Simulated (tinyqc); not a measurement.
# MOS structure on a p-type body with a surface-enhanced doping, non-linear Poisson equation by Newton steps: effects of single changes

One dimension, insulator interface at x = 0, acceptor density Na + N0 exp(-x/Ls), net doping C = -(acceptor density). psi is counted from the intrinsic level: n = ni exp((psi - Vb)/Vt), p = ni exp(-psi/Vt); deep in the body psi_b = -Vt ln(Na/ni). The gate acts through Cox = eps0 eox/tox and has the potential psi_G = Vg - (phiM - chi - Vt ln(Nc/ni)). Boltzmann statistics, full ionisation, classical densities, no oxide or interface charge. Acceptors in real wide-gap material are deep and only partly ionised in the neutral body.

Values chosen for this exercise; band and dielectric values close to those of 4H silicon carbide: temperature T = 350 K; band gap Eg = 3.29 eV; relative permittivity eps_r = 9.59; conduction-band density of states at T Nc = 2.14e19 cm^-3; valence-band density of states at T Nv = 3.14e19 cm^-3; electron affinity chi = 3.61 eV; acceptor density deep in the body Na = 7.7e15 cm^-3; relative permittivity of the gate insulator (close to hafnium oxide) eox = 21.4; insulator thickness tox = 22 nm; gate work function phiM = 4.3 eV; electron quasi-Fermi potential against the body Vb = 0 V; extra acceptor density at the surface N0 = 2.3e16 cm^-3; decay length Ls = 99 nm.

Constants: q = 1.602176634e-19 C, kB = 1.380649e-23 J/K, Vt = kB T/q, eps0 = 8.8541878128e-14 F/cm where lengths are in cm. Results are converted to the units shown.

Each table varies one quantity; the others keep the values above.

## Charge and capacitance against gate voltage

ni = sqrt(Nc Nv) exp(-Eg/(2 Vt)), Eg in volts. The Poisson equation d/dx(eps0 eps_r dpsi/dx) = -q (p - n + C), with eps0 eps_r dpsi/dx = -Cox (psi_G - psi_0) at x = 0, is solved on a mesh of about 600 nodes or more. N_inv is the integral of n less its value deep in the body. C_LF = Cox (1 - dpsi_0/dVg) with all carriers following; C_HF is the same with the electron quasi-Fermi level shifting uniformly so that N_inv stays fixed. The centroid is that of the same excess.

Charge and capacitance against gate voltage:
```
Vg (V)  psi_0 - psi_b (V)  N_inv (cm^-2)  C_LF/Cox  C_HF/Cox  centroid (nm)
0.26                 2.49         6.95e4    0.0182    0.0182           2.58
0.46                 2.69         4.54e7    0.0177    0.0174           2.50
0.65                 2.87        1.90e10     0.116    0.0168           2.42
0.84                 2.98        4.66e11     0.696    0.0165           2.06
1.03                 3.02        1.26e12     0.840    0.0165           1.68
1.23                 3.04        2.20e12     0.893    0.0165           1.41
1.42                 3.06        3.13e12     0.919    0.0165           1.23
1.61                 3.07        4.07e12     0.935    0.0165           1.10
```

N_inv goes from 69500 to 4.07e12 cm^-2 and passes 2e11 cm^-2 at Vg = 0.760 V. Below threshold it takes 71.0 mV a decade between Vg = 0.26 and 0.46 V, against Vt ln 10 = 69.4 mV. C_LF/Cox is lowest, 0.0177, at Vg = 0.46 V among the rows listed and ends at 0.935, while C_HF/Cox ends at 0.0165. Between the last two rows q dN_inv/dVg is 0.927 Cox. Where the classical centroid is under about 2 nm, confinement would move the charge away from the interface and raise the threshold. Above about 2e12 cm^-2 degeneracy matters too.

## Effect of the extra acceptor density at the surface on threshold, swing and body effect

VT is the Vg at which N_inv = 2e11 cm^-2. m = 1/(dpsi_0/dVg) at N_inv = 1e8 cm^-2; the swing is the Vg between N_inv = 1e8 and 1e9 cm^-2; body coefficient [VT(Vb + 0.05 V) - VT(Vb)]/0.05 V - 1.

Results:
```
N0 (cm^-3)  VT (V)  psi_0 - psi_b at VT (V)   m - 1  swing (mV/decade)  body coefficient
5.8e15       0.727                     2.94  0.0172               71.2            0.0200
8.4e15       0.732                     2.94  0.0173               71.2            0.0200
1.2e16       0.739                     2.94  0.0176               71.2            0.0201
1.8e16       0.750                     2.94  0.0179               71.2            0.0202
3.9e16       0.789                     2.95  0.0194               71.2            0.0211
5.8e16       0.822                     2.96  0.0211               71.3            0.0223
```

Estimate the missing row, N0 = 2.7e16 cm^-3.

Computed row:
```
N0 (cm^-3)  VT (V)  psi_0 - psi_b at VT (V)   m - 1  swing (mV/decade)  body coefficient
2.7e16       0.767                     2.95  0.0185               71.2            0.0205
```

With this row back in the table: As N0 goes from 5.8e15 to 5.8e16, VT rises from 0.727 to 0.822 V, the swing stays near 71.2 mV/decade and the body coefficient rises from 0.0200 to 0.0223. The swing stays within 0.73 % of m Vt ln 10, and the body coefficient within 0.0028 of m - 1.

Program tinyqc, `OMP_NUM_THREADS=1 python tinyqc.py 2080079 2080080 out.jsonl`; Intel Xeon 2.30GHz, shared host, one thread, about 0.5 s.
